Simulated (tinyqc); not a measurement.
Electron continuity equation in a given potential, Scharfetter-Gummel discretisation: two steps of the calculation.

Steady state in one dimension: J = q mu n E + q D dn/dx with E = -dpsi/dx and D = mu Vt, dJ/dx = 0, fixed densities nL and nR at the ends. The potential is given, psi = U (x/L)^2, and is not changed by the electrons.

Parameters, values chosen for the exercise; mobility that of a made-up semiconductor: temperature T = 250 K; electron mobility mu = 3880 cm^2/(V s); length of the region L = 0.12 um; density at x = 0 nL = 5.2e14 cm^-3; density at x = L nR = 0 cm^-3.

Constants: q = 1.602176634e-19 C, kB = 1.380649e-23 J/K, Vt = kB T/q. Results are converted to the units shown.

Question 1. Tridiagonal system for the inner nodes. Row i (1 to 9): B(-d_(i-1)) n_(i-1) + b_i n_i + B(d_i) n_(i+1) = f_i with b_i = -B(-d_i) - B(d_(i-1)) and f_i = 0; the known end values are moved to the right: f_1 loses B(-d_0) nL and f_9 loses B(d_9) nR. h = L/10, D = mu Vt.

B(d_i), interval 0 to 9: [0.96785925, 0.90568736, 0.84631941, 0.78973655, 0.73591079, 0.68480536, 0.63637507, 0.59056689, 0.54732052, 0.50656905]
B(-d_i), interval 0 to 9: [1.0328446, 1.1006433, 1.1712459, 1.2446337, 1.3207785, 1.3996437, 1.4811840, 1.5653464, 1.6520706, 1.7412898]

Wanted: diagonal b; right side f.

Answer 1.

diagonal b, node 1 to 9: [-2.069, -2.077, -2.091, -2.111, -2.136, -2.166, -2.202, -2.243, -2.289]
right side f, node 1 to 9 (cm^-3): [-5.371e14, 0, 0, 0, 0, 0, 0, 0, 0]

Question 2. Densities and current. B(d_i) and B(-d_i) are the Bernoulli factors of the potential steps, b and f the diagonal and right side. Solve B(-d_(i-1)) n_(i-1) + b_i n_i + B(d_i) n_(i+1) = f_i (end values already in f), then J_i = (q D/h) [n_(i+1) B(d_i) - n_i B(-d_i)], h = L/10, D = mu Vt.

B(d_i), interval 0 to 9: [0.96785925, 0.90568736, 0.84631941, 0.78973655, 0.73591079, 0.68480536, 0.63637507, 0.59056689, 0.54732052, 0.50656905]
B(-d_i), interval 0 to 9: [1.0328446, 1.1006433, 1.1712459, 1.2446337, 1.3207785, 1.3996437, 1.4811840, 1.5653464, 1.6520706, 1.7412898]
diagonal b, node 1 to 9: [-2.0685025, -2.0769333, -2.0909531, -2.1105151, -2.1355545, -2.1659893, -2.2017215, -2.2426375, -2.2886103]
right side f, node 1 to 9 (cm^-3): [-5.3707917e14, 0, 0, 0, 0, 0, 0, 0, 0]

Find: n; J.

Answer 2.

n, node 0 to 10 (cm^-3): [5.2000e14, 3.9864e14, 3.1745e14, 2.6061e14, 2.1920e14, 1.8788e14, 1.6313e14, 1.4202e14, 1.2033e14, 8.6862e13, 0]
J, interval 0 to 9 (A/cm^2): [-1688.0, -1688.0, -1688.0, -1688.0, -1688.0, -1688.0, -1688.0, -1688.0, -1688.0, -1688.0]

Range of the model: The drift velocity mu E exceeds 1e7 cm/s somewhere, where real mobilities no longer stay constant.

Numbers from tinyqc (`OMP_NUM_THREADS=1 python tinyqc.py 2220003 2220004 out.jsonl`; about 0.01 s on one thread of a shared Intel Xeon 2.30GHz).
